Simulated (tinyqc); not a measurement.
From results back to parameters: six-band hole subbands of a thin body in a field. Five cases, with inputs chosen for the exercise.

Problem. Without spin-orbit coupling the masses along a normal n are the inverse eigenvalues of C(n n^T)/c: 1/(g1 - 2 g2) twice and 1/(g1 + 4 g2) on (001); 1/(g1 - 2 g3) twice and 1/(g1 + 4 g3) on (111); on (110) 1/(g1 + g2 - 3 g3), 1/(g1 - 2 g2) and 1/(g1 + g2 + 3 g3). Three masses were computed from hidden g1, g2, g3.

Find: g1, g2, g3; heaviest mass on (110).

Method. The inverse masses on (001) differ by 6 g2, which gives g2 and g1; g3 = (g1 - 1/m(111))/2.

Case 1.

heavy and light mass on (001) (m0): 0.277008  0.176991

heavy mass on (111) = 0.709220 m0

Solution.

g1, g2, g3: 4.29  0.34  1.44

heaviest mass on (110) = 3.23 m0

Case 2.

heavy and light mass on (001) (m0): 0.276243  0.176678

heavy mass on (111) = 0.704225 m0

Solution.

g1, g2, g3: 4.30  0.34  1.44

heaviest mass on (110) = 3.12 m0

Case 3.

heavy and light mass on (001) (m0): 0.206186  0.032884

heavy mass on (111) = 0.502513 m0

Solution.

g1, g2, g3: 13.37  4.26  5.69

heaviest mass on (110) = 1.79 m0

Case 4.

heavy and light mass on (001) (m0): 0.205761  0.033069

heavy mass on (111) = 0.515464 m0

Solution.

g1, g2, g3: 13.32  4.23  5.69

heaviest mass on (110) = 2.08 m0

Case 5.

heavy and light mass on (001) (m0): 0.277778  0.177305

heavy mass on (111) = 0.714286 m0

Solution.

g1, g2, g3: 4.28  0.34  1.44

heaviest mass on (110) = 3.33 m0

Computed by tinyqc, one run a case: `OMP_NUM_THREADS=1 python tinyqc.py N N+1 out.jsonl` with N = 1282307, 1282328, 1282361, 1282380, 1282404; one thread of a shared Intel(R) Xeon(R) Processor @ 2.30GHz, about 0.5 s a run at most.
